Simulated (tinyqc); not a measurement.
Inside a calculation. Model: junction field-effect transistor with two gates, gradual channel with velocity saturation.

Computed by the program tinyqc: `OMP_NUM_THREADS=1 python tinyqc.py 2500122 2500123 out.jsonl`, one thread of a shared Intel Xeon 2.30GHz, about 0.09 s for the whole run. Printed values are rounded.

A uniformly doped n-type channel, depleted from both sides by p+ gates; at channel potential V the depleted share of a is u = sqrt((Vbi - Vg + V)/Vp), s at the source. Electrons drift with v = mu E/(1 + mu E/vsat). Abrupt depletion edge, no series resistance, source at 0.

Values chosen for this exercise; material values close to those of silicon:

| symbol | value | unit | meaning |
|---|---|---|---|
| T | 400 | K | temperature |
| eps_r | 11.8 |  | relative permittivity of the semiconductor |
| Nc | 4.3e19 | cm^-3 | conduction-band density of states at T |
| Eg | 1.13 | eV | band gap |
| Nv | 4.02e19 | cm^-3 | valence-band density of states at T |
| Nd | 9.9e16 | cm^-3 | donor density of the channel |
| a | 180 | nm | half the channel thickness |
| mu | 780 | cm^2/(V s) | low-field mobility at this doping |
| vsat | 1.4e7 | cm/s | saturation velocity |
| L | 1 | um | gate length |
| W | 200 | um | gate width |
| Na | 1.2e18 | cm^-3 | acceptor density of the gates |
| Vg | -0.5 | V | gate voltage |
| Vd | 0.36 | V | drain voltage |

Constants: q = 1.602176634e-19 C, kB = 1.380649e-23 J/K, Vt = kB T/q, eps0 = 8.8541878128e-14 F/cm where lengths are in cm. Results are converted to the units shown.

## Built-in and pinch-off voltages

ni = sqrt(Nc Nv) exp(-Eg/(2 Vt)), Eg in volts; Vbi = Vt ln(Na Nd/ni^2); Vp = q Nd a^2/(2 eps0 eps_r); G0 = 2 q mu Nd a W/L; Z = mu Vp/(vsat L); s = sqrt((Vbi - Vg)/Vp). VT = Vbi - Vp.

Vbi = 0.799598 V
Vp = 2.45940 V
VT = -1.65981 V
G0 = 89.0785 mS
Z = 1.37024
s = 0.726925

Z = 1.37: velocity saturation matters.

## Current below saturation

u = sqrt((Vbi - Vg + Vd)/Vp). I = (G0 Vp/3) F/(1 + Z (u^2 - s^2)), F = 3 (u^2 - s^2) - 2 (u^3 - s^3), with u at V = Vd; Z = 0 gives constant mobility, for which u stops at 1.

u = 0.821460
F = 0.0987365
I for Z = 0 = 7.21040 mA
I = 6.00580 mA

The falling mobility lowers the current by 16.7 %.

## Iteration 1: the saturation point by Newton steps

u at the start = 1

a is the channel (half-)thickness, Vp its pinch-off voltage and Z = mu Vp/(vsat L); an iterate with u > 1 is an overshoot, not a physical state. f = (1 - u)(1 + Z (u^2 - s^2)) - Z F/3, F = 3 (u^2 - s^2) - 2 (u^3 - s^3); f' = -(1 + Z (u^2 - s^2)); u(new) = u - f/f'.

f = -0.0835770
f' = -1.64618
u after iteration 1 = 0.949230

## Iteration 2: the saturation point by Newton steps

As before.

f = -0.00347220
f' = -1.51057
u after iteration 2 = 0.946931

## Course of the iteration: the saturation point by Newton steps

Stop when u changes by less than 1e-10, or after 60 iterations.

Course of the iteration:
```
iteration         u  |change|
1          0.949230    0.0508
2          0.946931   2.30e-3
3          0.946926   4.56e-6
4          0.946926  1.80e-11
```

Converged in 4 iterations. At the end the number of correct digits about doubles with each step.

## Saturation voltage, current and transconductance

um = 0.946926

Vdsat = Vp (um^2 - s^2); Isat = (G0 Vp/Z)(1 - um), which is 2 q Nd vsat a W (1 - um); gm = G0 (um - s)/(1 + Z (um^2 - s^2)). For Z = 0: Vdsat = Vp (1 - s^2), Isat = (G0 Vp/3)(1 - 3 s^2 + 2 s^3), gm = G0 (1 - s).

Vdsat = 0.905675 V
Isat = 8.48563 mA
gm = 13.0251 mS
Vdsat for Z = 0 = 1.15981 V
Isat for Z = 0 = 13.3627 mA
gm for Z = 0 = 24.3251 mS

The current saturates with 5.31 % of the channel still open at the drain, at 0.635 of the constant-mobility current.
